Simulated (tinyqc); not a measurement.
Channel resistance from two points of the on-state curve.

Problem. In the p-i-n model Von = V1 + 2 Vt ln(J/(1 A/cm^2)) + J Rch, with V1 independent of J. Find Rch and V1.

Parameters, values chosen for the exercise: temperature T = 300 K.

Constants: q = 1.602176634e-19 C, kB = 1.380649e-23 J/K, Vt = kB T/q. Results are converted to the units shown.

Von at J = 250 and 750 A/cm^2 (V): [1.3062591, 2.1130617]

Answer. Remove the logarithmic junction term; the rest is linear in J.

Rch = 1.50 mohm cm^2
V1 = 0.646 V

Numbers from tinyqc (`OMP_NUM_THREADS=1 python tinyqc.py 2590105 2590106 out.jsonl`; about 0.01 s on one thread of a shared Intel Xeon 2.30GHz).
